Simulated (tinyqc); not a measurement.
Gated graphene: carriers, quantum capacitance and optical conductivity, step by step. Values are carried at full precision from step to step, so a last printed digit may differ when a step is redone from the rounded ones.

Cones E = +/- hv |k|, four flavours, D(E) = 2|E|/(pi hv^2). n = (2/pi)(kT/hv)^2 F_1(mu/kT), p = (2/pi)(kT/hv)^2 F_1(-mu/kT), in 1/angstrom^2 (1e16 for 1/cm^2); F_1(eta) = integral_0^infinity x dx/(1 + exp(x - eta)). Cq/e^2 = d(n - p)/d mu = (2 kT/(pi hv^2)) ln(2 + 2 cosh(mu/kT)).

Gate: V = mu/e + e (n - p)/Cox with Cox/e^2 = k/(4 pi e2 t), t in angstrom, e2 = e^2/(4 pi eps0); 1/(eV angstrom^2) in C/e^2 equals 1602.176634 microfarad/cm^2; total 1/C = 1/Cox + 1/Cq.

Constants: kB = 8.617333262e-05 eV/K; e^2/(4 pi eps0) = 14.39964547 eV angstrom; fine-structure constant alpha = 0.007297352564.

Values chosen for the exercise (Fermi velocity near that of graphene, gate dielectric near SiO2; shifted at random, so the results belong to these values and not to a real crystal): hv = 6.93 eV angstrom (hbar vF); T = 300 K; k = 4.06 (dielectric constant of the gate layer); t = 10 nm (its thickness); V = -5.64 V (gate voltage from the neutrality point); E = 1.44 eV (photon energy); Gm = 5 meV (intraband damping).

## Chemical potential at the gate voltage

Solve the gate equation for mu.

Cox = 0.3595 microfarad/cm^2
mu = -0.4178 eV
n = 8.48e+03 1/cm^2
p = 1.17e+13 1/cm^2

mu takes 7.4 % of the gate voltage; the zero-temperature rule |mu| = hv sqrt(pi |n - p|) gives 0.4205 eV.

## Quantum capacitance

1/(eV angstrom^2) in C/e^2 equals 1602.176634 microfarad/cm^2; 1/C = 1/Cox + 1/Cq.

Cq = 8.874 microfarad/cm^2
C = 0.3455 microfarad/cm^2
Cq at mu = 0 = 0.7612 microfarad/cm^2

C is 0.961 of Cox.

## Optical conductivity at one energy

Conductivity over sigma0 = e^2/(4 hbar): interband Re = sinh(E/2kT)/(cosh(mu/kT) + cosh(E/2kT)); intraband Re = (8 kT/pi) ln(2 cosh(mu/2kT)) Gm/(E^2 + Gm^2). A free sheet absorbs about pi alpha_f Re(sigma/sigma0), alpha_f the fine-structure constant (alpha among the constants).

Evaluate both parts and the absorption.

interband = 1.0000
intraband = 0.0013
absorption = 2.295 %

E is above 2|mu| = 0.8357 eV; at this temperature interband transitions are mostly open; the universal value is pi alpha_f = 2.293 %.

## Checks

- Cq/e^2 against the finite difference of n - p (1/(eV angstrom^2)): both 0.005539.

(tinyqc, `OMP_NUM_THREADS=1 python tinyqc.py 1680976 1680977 out.jsonl`, Intel(R) Xeon(R) Processor @ 2.30GHz, 1 thread, shared host, about 0.01 s.)
